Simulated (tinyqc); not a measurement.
Size effects in the resistivity of thin metal films and interconnect lines: one step, computed by the program tinyqc.

Electrons lose their drift at surfaces (a share 1 - p of the hits) and at grain boundaries (reflection R), besides bulk scattering. The line sits in a trench with a non-conducting liner on both walls and the bottom; the spacing equals the drawn width.

Task: Grain boundaries. Mayadas-Shatzkes: alpha = (lambda/D) R/(1 - R); rho_b/rho = 1 - 3 alpha/2 + 3 alpha^2 - 3 alpha^3 ln(1 + 1/alpha).

Inputs (values chosen for the exercise, modelled on nickel): bulk mean free path lambda = 5.92 nm; grain-boundary reflection R = 0.15.

Geometry: line.

grain size D = 19.71 nm

Give: alpha; rho/rho_b from grains.

Result:

alpha = 0.053004

rho/rho_b from grains = 1.0781

The linear estimate 1 + 3 alpha/2 gives 1.080, within 2 %.
